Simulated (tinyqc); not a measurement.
Plane-wave Kohn-Sham cycle with exchange-only LDA in a layered model solid, step by step. One step of it, computed by the program tinyqc.

Task: Iteration 2: Hamiltonian at one k. H(m,m') = (k + G_m)^2/2 delta + V(G_m - G_m'), with V(-G) = V(G).

A solid whose potential varies along x alone (atomic units):
```
parameter                      value
period a                   13.500000
cross-section of the cell  23.000000
electrons per cell                 2
grid points                       16
plane waves -n..n, n               2
k points                           3
V1 in V1 cos(2 pi x/a)     -0.720000
```

V(G_m), m = 0, 1, 2, ... (hartree): [-0.183123, -0.349480, 0.001174, -0.000248, -0.000071]

k = 0.000000 2 pi / a

Give: H.

Result:

H (hartree), order -2, -1, +0, +1, +2:
$$\begin{pmatrix}
0.2501 & -0.3495 & 0.0012 & -0.0002 & -0.0001 \\
-0.3495 & -0.0748 & -0.3495 & 0.0012 & -0.0002 \\
0.0012 & -0.3495 & -0.1831 & -0.3495 & 0.0012 \\
-0.0002 & 0.0012 & -0.3495 & -0.0748 & -0.3495 \\
-0.0001 & -0.0002 & 0.0012 & -0.3495 & 0.2501
\end{pmatrix}$$
